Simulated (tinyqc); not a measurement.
The solidus: solid solubility of a dopant against its melt (retrograde solidus), clustering and the electrically active fraction. Computed by tinyqc, a small Python program. Command: `OMP_NUM_THREADS=1 python tinyqc.py 3023293 3023294 out.jsonl retro walk`. One thread of a shared host (Intel(R) Xeon(R) Processor @ 2.30GHz), about 0.01 s of CPU time with the checks.

Inputs (values chosen for the exercise, of the order of those of gallium in silicon for the solubility): melting point of the host T_m = 1687 K; heat of melting of the host H_f = 50.2 kJ/mol; interaction L of the melt = 3.3 kJ/mol; enthalpy of transfer from melt to solid H = 0.664 eV; entropy of transfer S = -0.62 k_B; site density N0 = 5e+22 1/cm^3.

Constants: R = 8.314462618 J/(mol K); k_B = 8.617333262e-05 eV/K; e = 1.602176634e-19 C; N_A = 6.02214076e+23 1/mol.

Method. x_l and x_s are atom fractions of the dopant in melt and solid; the solid is dilute. Liquidus of the host: R T ln(1 - x_l) + L x_l^2 = -H_f (1 - T/T_m). Distribution: k = x_s/x_l = exp[L (1 - x_l)^2/(R T)] exp(S/k_B - H/(k_B T)), the first factor being the activity coefficient in the melt. Solubility = x_s N0; at T_m x_l = 0. The largest x_s N0 between 900 K and T_m. For an ideal melt with constant heats the maximum has x_l = H_f/(H + H_f), H in the same units.

largest solubility = 6.82259e+19 1/cm^3

temperature of the maximum = 1466.73 K

Against temperature:
```
T (K)      x_l          k  solubility (1/cm^3)  over the maximum
1000   0.93975  0.0002426           1.1401e+19           0.16710
1100   0.88862  0.0004903           2.1786e+19           0.31932
1200   0.81184  0.0008854           3.5941e+19           0.52679
1300   0.70378  0.0014730           5.1834e+19           0.75974
1400   0.56082  0.0023131           6.4861e+19           0.95068
1500   0.38448  0.0034941           6.7170e+19           0.98453
1580   0.22517  0.0047671           5.3669e+19           0.78664
1640   0.09965  0.0059627           2.9709e+19           0.43545
1675   0.02546  0.0067704           8.6200e+18           0.12635
```

Between the first rows the Arrhenius energy of the solubility is 0.61 eV, against H = 0.664 eV; it shrinks to zero at 1467 K and turns negative beyond. A crystal saturated at the maximum precipitates dopant-rich liquid on cooling and on heating alike. Below a eutectic or compound temperature another phase would set the limit.

Extremes, crossings and ranges named in words are read from the listed rows.
